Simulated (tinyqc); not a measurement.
Transfer curve: field-effect mobility of a thin-film transistor with band-tail and deep states (multiple trapping). Computed by tinyqc, a small Python program. Command: `OMP_NUM_THREADS=1 python tinyqc.py 3015903 3015904 out.jsonl tft walk`. One thread of a shared host (Intel(R) Xeon(R) Processor @ 2.30GHz), about 0.07 s of CPU time with the checks.

A thick film in accumulation at small drain voltage. Only free electrons move; trapped ones still screen the gate. N_c and mu_0 are held fixed when T changes, leaving out the T^(3/2) growth of N_c. x = E_0 - psi is the distance of the Fermi level below the band edge.

Inputs (values chosen for the exercise, modelled on an amorphous In-Ga-Zn oxide):
```
quantity                                     value         unit
permittivity eps                              11.5            -
effective density of states N_c            5.4e+18       1/cm^3
band mobility mu_0                              14   cm^2/(V s)
tail density at the edge g_t               1.1e+19  1/(eV cm^3)
tail width E_t                                  29          meV
flat-band Fermi level below the edge, E_0      0.7           eV
equivalent oxide thickness t                    11           nm
temperature T                                  350            K
```

Deep states: none.

Constants: k_B = 8.617333262e-05 eV/K; e = 1.602176634e-19 C; eps_0 = 8.8541878128e-12 F/m.

Method:
- F_j(eta) = int_0^infinity x^j/(1 + exp(x - eta)) dx, without a gamma-function factor.
- Integrals over x = E/(k_B T) use 160 Gauss-Legendre points in u = sqrt(x) from 0 to sqrt(max(eta, 0) + 32).
- Free n(x) = N_c (2/sqrt(pi)) F_1/2(-x/k_B T), with F_1/2 from its two-term series in exp(-x/k_B T) for x >= 12 k_B T; tail n_t(x) = int_0^1.2eV g_t exp(-E/E_t)/(1 + exp((x - E)/k_B T)) dE, E counted down from the edge, 120 Gauss-Legendre points; space charge rho(psi) = n + n_t less its value at psi = 0.
- Poisson: F(psi) = sqrt((2 e/(eps eps_0)) int_0^psi rho dpsi'); V_G - V_FB = psi_s + eps F(psi_s) t/3.9; free sheet density N_f = int (n - n(E_0))/F dpsi; induced sheet density N_i = eps eps_0 F(psi_s)/e; trapezoid rule on 301 even points in psi, the first interval left out of N_f.
- mu_eff = mu_0 N_f/N_i; field-effect mobility mu_FE = mu_0 e (dN_f/dV_G)/C_ox and swing S = dV_G/dlog10(N_f), by a central difference of +/- 2 mV in psi_s; C_ox = 3.9 eps_0/t.

Against the band bending:
```
psi_s (V)  V_G - V_FB (V)  N_f (1/cm^2)  mu_eff (cm^2/(V s))  mu_FE (cm^2/(V s))  S (mV/decade)
0.24               0.2405    5.2442e+08                7.966               0.063          137.5
0.35               0.3528    3.3615e+09                8.547               0.389          142.3
0.43               0.4402    1.3044e+10                9.105               1.359          158.0
0.50               0.5316    4.2920e+10                9.719               3.472          203.4
0.56               0.6424    1.1954e+11               10.370               6.314          311.6
0.62               0.8331    3.3286e+11               11.162               9.297          589.2
0.66               1.0563    6.5187e+11               11.754              10.929          981.4
0.71               1.5313    1.4327e+12               12.464              12.300         1916.4
0.77               2.4680    3.1046e+12               13.064              13.030         3919.9
```

What follows from these numbers?

The steepest swing among the rows is 137 mV/decade. mu_eff climbs from 8.0 to 13, 93 % of mu_0 in the last row. Between rows 6 and 7 N_f scales as (V_G - V_FB - psi_s)^1.08; an exponential tail holding all the charge would give the larger of 1 and 2 E_t/k_B T - 1, here 1.00, and free charge alone 1.
